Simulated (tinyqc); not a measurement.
# Four-point probe on a layer of finite thickness

Four collinear probes with spacing s on a wide layer of thickness w over an insulator: V/I = (rho/(2 pi s)) S, S = 1 + 4 sum_(k>=1) {[1 + (2 k w/s)^2]^(-1/2) - [4 + (2 k w/s)^2]^(-1/2)}. Thin-film reading rho = (pi/ln 2) w V/I times the factor F1 = 2 ln 2/((w/s) S); bulk reading rho = 2 pi s V/I times 1/S; closed estimate F1 = ln 2/ln[sinh(w/s)/sinh(w/(2 s))]. x = w/s.

Four-point probe on a layer of finite thickness:
```
x	S	F1	1/S	estimate of F1
0.1	13.86	1.000	0.07213	0.9982
0.2	6.931	1.000	0.1443	0.9929
0.3	4.621	1.000	0.2164	0.9841
0.4	3.467	0.9995	0.2884	0.9721
0.6	2.330	0.9918	0.4293	0.9399
0.8	1.793	0.9662	0.5576	0.8989
1	1.504	0.9215	0.6647	0.8523
1.5	1.197	0.7719	0.8352	0.7285
2	1.094	0.6337	0.9142	0.6151
3	1.031	0.4484	0.9703	0.4476
5	1.007	0.2753	0.9931	0.2765
```

What does the comparison show?

F1 falls from 1.000 to 0.275 while 1/S rises from 0.0721 to 0.993. Among the rows the thin-film formula is good to 1 % up to w/s = 0.6 and the bulk formula from w/s = 5 on. The closed estimate is within 7.6 % of the series.

Numbers from tinyqc (`OMP_NUM_THREADS=1 python tinyqc.py 2850204 2850205 out.jsonl`; about 0.04 s on one thread of a shared Intel Xeon 2.30GHz).
